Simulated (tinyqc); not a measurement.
Mean-field antiferromagnet of the Hubbard model on the simple cubic lattice: sweeps and comparisons. A value that a table varies takes the place of the one given here.

e(k) = -2 t (cx + cy + cz) - 4 t2 (cx cy + cy cz + cz cx), ci = cos ki; one electron a site; Q = (pi, pi, pi). <n_up - n_dn> = m cos(Q.R) gives Delta = U m/2 and bands E = e+ -/+ sqrt(e-^2 + Delta^2), e+- = (e(k) +- e(k + Q))/2 (the constant U/2 is dropped). Means run over the mesh k_i = 2 pi (j + 1/2)/N of the whole zone: mu from mean(f(E-) + f(E+)) = 1; m(out) = mean of Delta (f(E-) - f(E+))/sqrt(e-^2 + Delta^2); free energy per site F = -kT mean[ln(1 + exp(-(E- - mu)/kT)) + ln(1 + exp(-(E+ - mu)/kT))] + mu + U m^2/4.

Constants: kB = 8.617333262e-05 eV/K.

Inputs chosen for the exercise:
- t = 0.45 eV (nearest hopping)
- t2 = -0.13 eV (second hopping)
- T = 300 K
- U = 3.03 eV (on-site repulsion)

## From weak to strong coupling

Mesh N = 16, start m = 0.9, at most 400 steps; U takes the listed multiples of t. The gap (negative: overlap) is read for that Delta on the unshifted mesh N = 24, which holds the band extrema.

Results:
```
U/t,m,Delta (eV),gap (eV),F - F(0) (meV),J = 4 t^2/U (meV)
1.5,0.000,0.000,-0.520,0.00,1200
2.0,0.000,0.000,-0.520,0.00,900
3.0,0.424,0.286,0.052,-6.59,600
4.0,0.589,0.530,0.541,-36.49,450
5.0,0.696,0.783,1.045,-83.56,360
6.0,0.767,1.035,1.550,-144.12,300
8.0,0.852,1.533,2.547,-293.32,225
12.0,0.926,2.501,4.101,-654.22,150
20.0,0.971,4.371,7.429,-1473.48,90
```

On this mesh a moment above 0.02 first appears at U/t = 3 of those listed; an indirect gap is open from U/t = 3 on. With t2/t = -0.29 nesting is spoilt, so order needs a finite U. At U/t = 20 m has reached 0.971 and the gap is 0.83 U. Mean field leaves out spin fluctuations, which lower m (at large U to about 0.6 on the square and 0.85 on the simple cubic lattice) and the ordering temperature.

## Order against temperature

Mesh N = 16, start m = 0.9, at most 400 steps; Delta(50 K) = 1.2190 eV.

Results:
```
T (K),kT/Delta(50 K),m,Delta (eV)
710,0.050,0.805,1.2190
2120,0.150,0.803,1.2159
3540,0.250,0.772,1.1689
4950,0.350,0.672,1.0182
5940,0.420,0.532,0.8061
6790,0.480,0.302,0.4579
7640,0.540,0.000,0.0000
8490,0.600,0.000,0.0000
9900,0.700,0.000,0.0000
```

The moment is below 0.02 from 7640 K on (kT/Delta = 0.54); close to the transition 400 steps may not suffice, so a small m in the row before can be unconverged. Weak-coupling theory puts the transition at 0.567 and the atomic limit at 0.5. Fluctuations, left out, lower the true transition.

## Mesh

Start m = 0.9, at most 400 steps.

Results:
```
N,m,Delta (eV)
4,0.7972,1.2077
6,0.8049,1.2195
8,0.8046,1.2190
12,0.8046,1.2190
16,0.8046,1.2190
```

m spans 0.7972 to 0.8049; it stays within 0.002 of the last value from N = 6 on. The level spacing across the Fermi surface, about 4 pi t/N, should fall below the larger of Delta = 1.219 eV and kT, a rough rule that asks for N above about 4.6.

## What moves the order

Mesh N = 16, start m = 0.9; the gap (negative: overlap) is read for that Delta on the unshifted mesh N = 24. Each row changes one parameter from the base and keeps the others.

Results:
```
case,m,Delta (eV),gap (eV)
base,0.8046,1.2190,1.9181
U = 3.333 eV,0.8321,1.3866,2.2533
t = 0.495 eV,0.7737,1.1722,1.8243
t2 = -0.152 eV,0.8046,1.2190,1.7495
T = 900 K,0.8046,1.2190,1.9181
```

The largest shifts from the base row, up to three for each result and ties (the steps differ in size, so this ranks the rows, not the parameters). m: t -0.0309, U +0.0274; unchanged at the printed digits by t2 and T. Delta (eV): U +0.1676, t -0.0469; unchanged at the printed digits by t2 and T. gap (eV): U +0.3352, t2 -0.1686, t -0.0937; unchanged at the printed digits by T.

tinyqc: `OMP_NUM_THREADS=1 python tinyqc.py 1680474 1680475 out.jsonl`; about 0.1 s, one thread, shared Intel(R) Xeon(R) Processor @ 2.30GHz.
